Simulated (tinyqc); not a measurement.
Surface segregation during layer-by-layer epitaxy: two-layer exchange kinetics and the shape of quantum wells and delta layers: one step, computed by the program tinyqc. Command: `OMP_NUM_THREADS=1 python tinyqc.py 3003367 3003368 out.jsonl mbeseg walk`. One thread of a shared host (Intel(R) Xeon(R) Processor @ 2.30GHz), about 0.02 s of CPU time with the checks.

Atoms A and B exchange only between the growing layer and the one below it. B is supplied for N layers, then pure A follows.

Task: The second layer. Each layer is deposited complete with B share x_dep and then exchanges for the time tau = 1/G with the layer below, whose share is b (total c = s + b fixed): ds/dt = p1 b (1 - s) - p2 s (1 - b), s(0) = x_dep. With the roots s1 < s2 of the right side, (s - s1)/(s - s2) = [(s(0) - s1)/(s(0) - s2)] exp(-(p1 - p2)(s2 - s1) tau). The lower layer is then buried with c - s, and s becomes the b of the next layer. Layer 1 is deposited on pure A with share x0; with nothing to lift from below, take b = 0 and s(0) = x0 for it. Then layer 2 has x_dep = x0.

Inputs (values chosen for the exercise, close to those used for indium in GaAs):

| quantity | value | unit |
|---|---|---|
| growth rate G | 0.063 | layers/s |
| share x0 of B in the flux during the well | 0.16 | - |
| layers in the well N | 6 | - |
| temperature T | 500 | C |

p1 = 33.68528 1/s

p2 = 1.239853 1/s

Give: share in layer 1 after its exchange; root s1 for layer 2; root s2 for layer 2; share in layer 2 after its exchange; share buried in layer 1.

Result:

share in layer 1 after its exchange = 0.1534

root s1 for layer 2 = 0.2980

root s2 for layer 2 = 1.092

share in layer 2 after its exchange = 0.2980

share buried in layer 1 = 0.01538
